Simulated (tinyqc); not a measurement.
Hole subbands of a hard-walled well, four-band Luttinger model: one step. Levels at k = 0. Three cases, with inputs chosen for the exercise.

Task: R and S vanish: HHn = c (g1 - 2 g2)(n pi/L)^2 - Zs and LHn = c (g1 + 2 g2)(n pi/L)^2 + Zs, c = hbar^2/2m0, hole energies counted downwards. Sort HH1 to HH4 and LH1, LH2.

Constants: hbar^2/2m0 = 3.80998211 eV angstrom^2.

Give: a table of subband, E (eV).

Case 1.

Values chosen (out of a larger set: near those of InAs; not measured data): g1 = 20.13 (Luttinger gamma1); g2 = 8.54 (gamma2); L = 75 angstrom (well width along [001]).

shear strain energy Zs = 0.0090673 eV

Result:

Levels:
```
subband  E (eV)
HH1      0.0113
HH2      0.0725
HH3      0.1744
LH1      0.2578
HH4      0.3172
LH2      1.0041
```

The top subband is HH1, 61.2 meV from HH2. The confinement energy of LH1 or the strain splitting is not small against a spin-orbit splitting of about 0.385 eV, so a six-band model would move the light holes. In so narrow a gap the light holes are also strongly non-parabolic.

Case 2.

Values chosen (out of a larger set: near those of Si; not measured data): g1 = 4.26 (Luttinger gamma1); g2 = 0.34 (gamma2); L = 120 angstrom (well width along [001]).

shear strain energy Zs = -0.0294501 eV

Result:

Levels:
```
subband   E (eV)
LH1      -0.0166
LH2       0.0221
HH1       0.0388
HH2       0.0668
HH3       0.1136
HH4       0.1790
```

The top subband is LH1, 38.7 meV from LH2. The confinement energy of LH1 or the strain splitting is not small against a spin-orbit splitting of about 0.044 eV, so a six-band model would move the light holes.

Case 3.

Values chosen (out of a larger set: near those of Ge; not measured data): g1 = 13.31 (Luttinger gamma1); g2 = 4.28 (gamma2); L = 50 angstrom (well width along [001]).

shear strain energy Zs = -0.0489250 eV

Result:

Levels:
```
subband  E (eV)
HH1      0.1204
LH1      0.2800
HH2      0.3347
HH3      0.6919
HH4      1.1921
LH2      1.2669
```

The top subband is HH1, 159.7 meV from LH1. The confinement energy of LH1 or the strain splitting is not small against a spin-orbit splitting of about 0.304 eV, so a six-band model would move the light holes.

Computed by tinyqc, one run a case: `OMP_NUM_THREADS=1 python tinyqc.py N N+1 out.jsonl` with N = 1251631, 1251808, 1251874; one thread of a shared Intel(R) Xeon(R) Processor @ 2.30GHz, about 0.2 s a run at most.
